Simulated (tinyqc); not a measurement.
Gaps across the alloy: alloy A(1-x)B(x) by interpolation with bowing.

Each gap follows E(x) = (1 - x) E_A + x E_B - C x (1 - x); the lattice constant follows Vegard, a(x) = (1 - x) a_A + x a_B.

Constants: hc = 1239.841984 eV nm.

Inputs chosen for the exercise (A near InAs, B near AlAs; not measured data): a = (6.059, 5.661) angstrom (lattice constant of A, B); Eg = (0.42, 3.067) eV (gap at Gamma to the s-like level of A, B); EgX = (1.424, 2.248) eV (gap to the lowest valley along Gamma-X of A, B); EgL = (1.139, 2.438) eV (gap to L of A, B); C = (0.771, 0, 0) eV (bowing of the Gamma, X and L gaps).

Eleven compositions.

Gaps (eV):
```
x,a (angstrom),Gamma,X,L,lowest,wavelength (nm)
0.0,6.0590,0.420,1.424,1.139,Gamma,2952
0.1,6.0192,0.615,1.506,1.269,Gamma,2015
0.2,5.9794,0.826,1.589,1.399,Gamma,1501
0.3,5.9396,1.052,1.671,1.529,Gamma,1178
0.4,5.8998,1.294,1.754,1.659,Gamma,958
0.5,5.8600,1.551,1.836,1.788,Gamma,800
0.6,5.8202,1.823,1.918,1.918,Gamma,680
0.7,5.7804,2.111,2.001,2.048,X,620
0.8,5.7406,2.414,2.083,2.178,X,595
0.9,5.7008,2.733,2.166,2.308,X,573
1.0,5.6610,3.067,2.248,2.438,X,552
```

The lowest valley changes at x = 0.647 (Gamma to X, gap 1.957 eV). The Gamma gap is monotonic, since its bowing (0.771 eV) is smaller than the difference of the end gaps (2.647 eV); at x = 0.5 bowing lowers it by C/4 = 0.193 eV.

Run: tinyqc, `OMP_NUM_THREADS=1 python tinyqc.py 1080030 1080031 out.jsonl`; Intel(R) Xeon(R) Processor @ 2.30GHz, one thread, shared host; about 0.01 s of CPU time with all checks.
